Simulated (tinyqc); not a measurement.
What moves the results: two-band k.p model of the Delta valleys near the X point under shear strain. A value that a table varies takes the place of the one given here.

Valley pair on the [001] axis, kz counted from the X point, c = hbar^2/2m0, k0 = kx0 2 pi/a. H = (c kz^2/ml + c (kx^2 + ky^2)/mt + c k0^2/ml) 1 + (2 c k0 kz/ml) sigma_z + (D exy - 2 c kx ky/Mp) sigma_x, so E = c kz^2/ml + c (kx^2 + ky^2)/mt + c k0^2/ml -/+ sqrt((2 c k0 kz/ml)^2 + (D exy - 2 c kx ky/Mp)^2). Without strain the lower band has its minima, E = 0, at kz = +/- k0. Shifts from diagonal strain are left out.

For |eta| < 1: k_min = k0 sqrt(1 - eta^2), E_min = -Delta eta^2/2, ml(eta) = ml/(1 - eta^2), 1/m[110] = 1/mt + eta/Mp, 1/m[1-10] = 1/mt - eta/Mp. For |eta| > 1 the minimum sits at X: E_min = -Delta (2 |eta| - 1)/2, ml(eta) = ml/(1 - 1/|eta|), and eta is replaced by its sign in the transverse masses. Here Delta = 2 c k0^2/ml and eta = D exy/Delta.

s11 = (C11 + C12)/((C11 - C12)(C11 + 2 C12)), s12 = -C12/((C11 - C12)(C11 + 2 C12)), s44 = 1/C44; exx = s11 sxx + s12 (syy + szz) and cyclic, exy = s44 sxy/2; tension is positive. A uniaxial stress X along the unit vector n is s_ij = X n_i n_j.

Constants: hbar^2/2m0 = 3.80998211 eV angstrom^2; kB = 8.617333262e-05 eV/K.

Values chosen for the exercise (near those of Si; shifted at random, so the results belong to these values and not to a real crystal): a = 5.417 angstrom (lattice constant); ml = 0.896 m0 (longitudinal mass); mt = 0.197 m0 (transverse mass); kx0 = 0.155 2 pi/a (distance of the minimum from X); D = 14.3 eV (shear deformation potential); Mp = 0.227 m0 (coupling mass); C11 = 166.6 GPa; C12 = 64.5 GPa; C44 = 79.1 GPa; Xu = 9.04 eV (uniaxial potential); T = 300 K (temperature); exy = 0.028 (shear strain).

## Sweep of the shear strain

Delta = 2 c k0^2/ml, eta = D exy/Delta.

The minimum:

| exy | eta | k_min/k0 | E_min (meV) | ml(eta) | m[110] | m[1-10] | density-of-states mass |
|---|---|---|---|---|---|---|---|
| 0.0000 | 0.000 | 1.000 | 0.0 | 0.896 | 0.1970 | 0.1970 | 0.326 |
| 0.0019 | 0.099 | 0.995 | -1.3 | 0.905 | 0.1814 | 0.2155 | 0.328 |
| 0.0048 | 0.250 | 0.968 | -8.6 | 0.956 | 0.1619 | 0.2515 | 0.339 |
| 0.0096 | 0.499 | 0.866 | -34.3 | 1.194 | 0.1374 | 0.3477 | 0.385 |
| 0.0144 | 0.749 | 0.662 | -77.1 | 2.042 | 0.1194 | 0.5630 | 0.516 |
| 0.0173 | 0.900 | 0.436 | -111.3 | 4.715 | 0.1106 | 0.8997 | 0.777 |
| 0.0231 | 1.202 | 0.000 | -192.9 | 5.338 | 0.1055 | 1.4906 | 0.943 |
| 0.0308 | 1.602 | 0.000 | -303.0 | 2.384 | 0.1055 | 1.4906 | 0.721 |

What can be read from the table?

The valleys reach X at eta = 1, that is exy = 0.0192. The shift is quadratic up to eta = 1 (-8.6 meV at eta = 0.25, -34.3 meV at 0.50) and linear beyond, while 1/m[110] rises linearly, taking m[110] from 0.197 to its floor 0.1055, a gain of 87 % in 1/m. ml(eta) diverges at eta = 1; the largest value listed is 5.34. A deformation-potential model with fixed masses misses all of this.

## Tension along [110]: repopulation and mass change

The z valleys move against the x and y valleys by Xu (ezz - exx) and, through the shear, by E_min. Share of the z valleys n = w/(w + 2 exp(dE/kT)), dE the total relative shift, w = sqrt(ml(eta) m[110] m[1-10]/(ml mt^2)). Along [110]: 1/m_c = n/m[110] + (1 - n)(1/ml + 1/mt)/2. Fixed masses means E_min = 0, w = 1, m[110] = mt. Gains are against 3/(1/ml + 2/mt) at a fixed scattering time.

Results:

| X (GPa) | Xu (ezz - exx) (meV) | E_min (meV) | m[110] | m_c fixed masses | m_c with shear | gain fixed (%) | gain with shear (%) |
|---|---|---|---|---|---|---|---|
| 0.00 | 0.0 | 0.0 | 0.1970 | 0.2662 | 0.2662 | 0.0 | 0.0 |
| 0.25 | -11.1 | -0.2 | 0.1902 | 0.2528 | 0.2475 | 5.3 | 7.6 |
| 0.50 | -22.1 | -0.9 | 0.1839 | 0.2400 | 0.2280 | 10.9 | 16.8 |
| 1.00 | -44.3 | -3.7 | 0.1724 | 0.2197 | 0.1935 | 21.2 | 37.6 |
| 1.50 | -66.4 | -8.4 | 0.1623 | 0.2078 | 0.1703 | 28.1 | 56.3 |
| 2.00 | -88.5 | -14.9 | 0.1533 | 0.2018 | 0.1559 | 31.9 | 70.8 |
| 3.00 | -132.8 | -33.4 | 0.1379 | 0.1979 | 0.1381 | 34.5 | 92.7 |

How do the results move?

At 1 GPa repopulation alone gives 21.2 % and the shear terms raise it to 37.6 %. From 2 to 3 GPa the fixed-mass gain grows by 2.6 points, towards its ceiling of 35.1 % when all electrons sit in the z valleys, whereas the gain with shear grows by 21.9 points because m[110] keeps falling.

## What each parameter does

Delta = 2 c k0^2/ml, eta = D exy/Delta. Each row changes one parameter from the base and keeps the others.

Results:

| case | eta | E_min (meV) | ml(eta) (m0) | m[110] (m0) | m[1-10] (m0) |
|---|---|---|---|---|---|
| base | 1.4566 | -262.96 | 2.8583 | 0.1055 | 1.4906 |
| ml = 0.95872 m0 | 1.5586 | -271.95 | 2.6751 | 0.1055 | 1.4906 |
| mt = 0.21079 m0 | 1.4566 | -262.96 | 2.8583 | 0.1093 | 2.9518 |
| kx0 = 0.14415 2 pi/a | 1.6841 | -281.53 | 2.2057 | 0.1055 | 1.4906 |
| D = 13.299 eV | 1.3546 | -234.93 | 3.4224 | 0.1055 | 1.4906 |
| Mp = 0.24289 m0 | 1.4566 | -262.96 | 2.8583 | 0.1088 | 1.0427 |
| exy = 0.02996 | 1.5586 | -290.99 | 2.5001 | 0.1055 | 1.4906 |

How do the results move?

The largest shifts from the base row, up to three for each result and ties (the steps differ in size, so this ranks the rows, not the parameters). eta: kx0 +0.2275, D -0.1020, ml +0.1020, exy +0.1020; unchanged at the printed digits by mt and Mp. E_min (meV): D +28.03, exy -28.03, kx0 -18.57; unchanged at the printed digits by mt and Mp. ml(eta) (m0): kx0 -0.6526, D +0.5642, exy -0.3582; unchanged at the printed digits by mt and Mp. m[110] (m0): mt +0.0038, Mp +0.0033; unchanged at the printed digits by ml, kx0, D and exy. m[1-10] (m0): mt +1.4612, Mp -0.4479; unchanged at the printed digits by ml, kx0, D and exy.

tinyqc: `OMP_NUM_THREADS=1 python tinyqc.py 1081494 1081495 out.jsonl`; about 0.01 s, one thread, shared Intel(R) Xeon(R) Processor @ 2.30GHz.
